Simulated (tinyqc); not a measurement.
Thin-film optics by transfer matrices: sweeps and comparisons. A value that a table varies takes the place of the one given here.

Indices N = n + i k. Snell: N0 sin(theta) = N_j sin(theta_j), with Im(N_j cos theta_j) >= 0. Admittance y_j = N_j cos theta_j for s and N_j/cos theta_j for p. Phase delta_j = 2 pi N_j cos theta_j d_j/lambda. Layer matrix [[cos delta, -i sin delta/y], [-i y sin delta, cos delta]], multiplied from the top down to M. (B, C) = M (1, y_sub); r = (y0 B - C)/(y0 B + C), R = |r|^2, T = 4 Re y0 Re y_sub/|y0 B + C|^2, absorbed in the films 1 - R - T.

Ellipsometry: rho = tan(Psi) exp(i Delta) = -conj(r_p/r_s) with the r of the admittance formula, Delta in 0 to 360 degrees, so that a bare dielectric at small angles gives Delta = 180.

Values chosen for the exercise (indices near those of resist, ARC on polySi; the results hold for these values, not for the real material):
- lam = 633 nm (vacuum wavelength)
- n0 = 1 (ambient index)
- n = (1.641, 1.666, 3.898) (n of resist, ARC, substrate)
- k = (0, 0.021, 0.041) (k in the same order)
- d = (899, 38.8) nm (thicknesses, top first)
- theta = 70 degrees (angle of incidence)
- pol = p (polarisation)

## Swing curve: thickness of the top film

The first entry of d takes the values listed.

Stack:
```
d_1 (nm)       R       T  absorbed
899.0     0.0234  0.9572    0.0194
938.2     0.0804  0.9014    0.0183
977.4     0.1874  0.7965    0.0161
1016.6    0.2370  0.7479    0.0151
1055.8    0.1983  0.7858    0.0159
1095.1    0.0939  0.8881    0.0180
1134.3    0.0234  0.9572    0.0194
1173.5    0.0805  0.9013    0.0183
1212.7    0.1875  0.7964    0.0161
1251.9    0.2370  0.7479    0.0151
1291.1    0.1982  0.7859    0.0159
1330.3    0.0941  0.8879    0.0180
1369.5    0.0234  0.9572    0.0194
```

R swings between 0.0234 and 0.2370 on these points. The period is lambda/(2 Re(N_1 cos theta_1)) = 235.3 nm, six rows. The film does not absorb, so the swing repeats exactly. The swing ratio (max - min)/mean is 1.67.

## Angle of incidence

Both polarisations.

Stack:
```
theta (degrees)     R_s     R_p    Psi   Delta
0                0.3069  0.3069  45.00  180.00
15               0.2750  0.2551  43.92  181.69
30               0.1118  0.0943  42.56  194.99
45               0.1033  0.0855  42.30  137.66
55               0.4213  0.1306  29.10  139.27
60               0.5439  0.1113  24.34  145.00
65               0.6298  0.0675  18.13  157.04
70               0.6931  0.0234  10.41  187.87
75               0.7493  0.0207   9.45  274.40
80               0.8132  0.1144  20.56  319.74
85               0.8959  0.3810  33.11  341.85
```

R_s and R_p agree at normal incidence (0.3069). R_p is lowest at 75 degrees of those listed (0.0207), where R_s = 0.7493; the top face alone would stop reflecting p light at arctan(n/n0) = 58.6 degrees, while the layers and the substrate below set where the minimum falls. R_s does not rise steadily, because the phase thickness of the films changes with the angle.

## Thickness of the antireflection layer under the resist

Light arrives at normal incidence from inside the resist, taken as the ambient with its real index n; the second entry of d takes the values listed.

Reflectance back into the resist:
```
d_2 (nm)       R
0         0.1661
10        0.1664
20        0.1659
30        0.1647
40        0.1626
50        0.1598
60        0.1564
80        0.1489
100       0.1423
120       0.1383
```

Without the layer R = 0.1661; the lowest value listed is 0.1383 at 120 nm, against a quarter wave lambda/(4 n) = 95.0 nm. A very thick layer would leave only its top interface, R = 0.0001, but k is too small for that at these thicknesses.

## Sensitivity of the reflectance

R for both polarisations. Each row changes one parameter from the base and keeps the others.

Results:
```
case                          R_s     R_p     T_s
base                       0.6931  0.0234  0.3035
d = (904, 38.8) nm         0.6934  0.0234  0.3032
n = (1.674, 1.666, 3.898)  0.6737  0.0512  0.3227
k = (0, 0.021, 0.055)      0.6931  0.0234  0.3034
lam = 638 nm               0.6893  0.0278  0.3073
theta = 75 degrees         0.7493  0.0207  0.2478
```

The largest shifts from the base row, up to three for each result and ties (the steps differ in size, so this ranks the rows, not the parameters). R_s: theta +0.0563, n -0.0194, lam -0.0038; unchanged at the printed digits by k. R_p: n +0.0277, lam +0.0044, theta -0.0027; unchanged at the printed digits by d and k. T_s: theta -0.0556, n +0.0192, lam +0.0038.

Program tinyqc; command `OMP_NUM_THREADS=1 python tinyqc.py 1650304 1650305 out.jsonl`; about 0.01 s on one thread of a shared Intel(R) Xeon(R) Processor @ 2.30GHz.
